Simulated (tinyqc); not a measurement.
Worked calculation: tight binding, kagome lattice. One step of it, computed by the program tinyqc.

Question. Bloch Hamiltonian at K. H_AB = -t1 - t2 exp(-i k.a1), H_AC = -t1 - t2 exp(-i k.a2), H_BC = -t1 - t2 exp(i k.(a1 - a2)), H_CC = delta.

Parameters chosen for this model:
```
parameter      value                unit
t1          1.740000    eV, up triangles
t2          1.740000  eV, down triangles
delta      -0.090000        eV on site C
```

k point K (fractions of the reciprocal vectors): [0.333333, 0.666667]

Give: H(k) at K.

Answer.

H(k) at K (eV), order A, B, C:
$$\begin{pmatrix}
0.0000 & -0.8700+1.5069i & -0.8700-1.5069i \\
-0.8700-1.5069i & 0.0000 & -0.8700+1.5069i \\
-0.8700+1.5069i & -0.8700-1.5069i & -0.0900
\end{pmatrix}$$
